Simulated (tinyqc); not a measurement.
Strain, valley repopulation and piezoresistance in a many-valley conduction band: one step, computed by the program tinyqc. Command: `OMP_NUM_THREADS=1 python tinyqc.py 3002608 3002609 out.jsonl valleys walk`. One thread of a shared host (Intel(R) Xeon(R) Processor @ 2.30GHz), about 0.03 s of CPU time with the checks.

Valleys are ellipsoids with mass m_l along the axis a and m_t across it, parabolic, with one constant relaxation time; strain shifts the valleys and leaves the masses alone. Currents are taken along [100], in the plane, and along [001], across the plane.

Task: Valley shifts. Herring-Vogt shift of a valley with unit axis a: dE = Xi_d tr(e) + Xi_u a.e.a.

Inputs (values chosen for the exercise, for a model crystal): shear deformation potential Xi_u = 9.6 eV; dilation deformation potential Xi_d = 1.4 eV.

Valley axes: <100> (6 valleys in 3 pairs). Load: biaxial in the (001) plane.

strain tensor (%), rows x, y, z:
$$\begin{pmatrix}
-0.9035560 & 0.0000000 & 0.0000000 \\
0.0000000 & -0.9035560 & 0.0000000 \\
0.0000000 & 0.0000000 & 0.6244576
\end{pmatrix}$$

Constants: k_B = 8.617333262e-05 eV/K.

Give: shifts dE; splitting (highest minus lowest).

Result:

shifts dE (meV): x -103.3, y -103.3, z 43.4

splitting (highest minus lowest) = 146.7 meV

Caution: strain near 1 % also warps the bands and changes masses and intervalley scattering, which this model leaves out.
